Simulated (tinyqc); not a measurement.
Read current of a NAND string, cells in series solved by shooting: read current against the number of cells.

Cells in series, numbered from 0 at the source line (0 V) to the bit line, each followed by a gap resistance Rg. A cell with gate Vg, threshold VT, source Vs and drain Vd passes I = 2 nf K Vt^2 [F(Vs) - F(Vd)]/(1 + th max(Vg - VT, 0)), F(V) = ln^2(1 + exp((Vg - VT - nf V)/(2 nf Vt))). The selected cell has Vg = Vr, the others Vg = Vp.

For a trial current I start at 0 V and, cell by cell, solve for the drain: sqrt(F(Vd)) = sqrt(F(Vs) - I/k), k = 2 nf K Vt^2/(1 + th max(Vg - VT, 0)), Vd = [Vg - VT - 2 nf Vt ln(exp(sqrt F) - 1)]/nf, then add I Rg. The string current is the I for which the last node reaches Vbl. The apparent threshold is the Vr at which I = Is. Background: all other cells erased (VT = Ve) or all in the highest state (VT = Vh); ratio and shift are high over erased and high minus erased. The selected cell is in the middle, cell n/2.

Parameters, values chosen for the exercise; values of the order met in vertical NAND strings: temperature T = 300 K; gain factor of a cell K = 9.9 uA/V^2; slope factor nf = 1.5; mobility reduction factor th = 0.08 1/V; resistance of the gap between cells Rg = 6.4 kohm; bit-line voltage Vbl = 0.4 V; pass voltage Vp = 7.2 V; threshold of an erased cell Ve = -1.3 V; threshold of the highest state Vh = 4.5 V; threshold of the selected cell Vx = 2.4 V; sensing current Is = 10 nA; read voltage on the selected word line Vr = 3.29 V.

Constants: q = 1.602176634e-19 C, kB = 1.380649e-23 J/K, Vt = kB T/q. Results are converted to the units shown.

Results:

| n | I, others erased (uA) | I, others high (uA) | ratio | apparent VT, erased (V) | apparent VT, high (V) | background shift (mV) |
|---|---|---|---|---|---|---|
| 8 | 1.043 | 0.6720 | 0.6441 | 2.404 | 2.406 | 1.540 |
| 16 | 0.6687 | 0.3799 | 0.5680 | 2.406 | 2.409 | 3.082 |
| 32 | 0.3882 | 0.2027 | 0.5222 | 2.409 | 2.415 | 6.177 |
| 64 | 0.2109 | 0.1048 | 0.4971 | 2.415 | 2.428 | 12.40 |
| 128 | 0.1102 | 0.05332 | 0.4839 | 2.428 | 2.453 | 25.00 |
| 192 | 0.07457 | 0.03575 | 0.4794 | 2.441 | 2.479 | 37.79 |

Estimate the missing row, n = 96.

Computed row:

| n | I, others erased (uA) | I, others high (uA) | ratio | apparent VT, erased (V) | apparent VT, high (V) | background shift (mV) |
|---|---|---|---|---|---|---|
| 96 | 0.1448 | 0.07069 | 0.4883 | 2.422 | 2.440 | 18.67 |

With this row back in the table: With erased neighbours the current falls from 1.04 to 0.0746 uA, as n^(-0.64) between the first two rows and n^(-0.96) between the last two (-1 once the series resistance rules). The ratio falls from 0.644 to 0.479 and the background shift rises from 1.54 to 37.8 mV.

Program tinyqc, `OMP_NUM_THREADS=1 python tinyqc.py 2142139 2142140 out.jsonl`; Intel Xeon 2.30GHz, shared host, one thread, about 0.9 s.
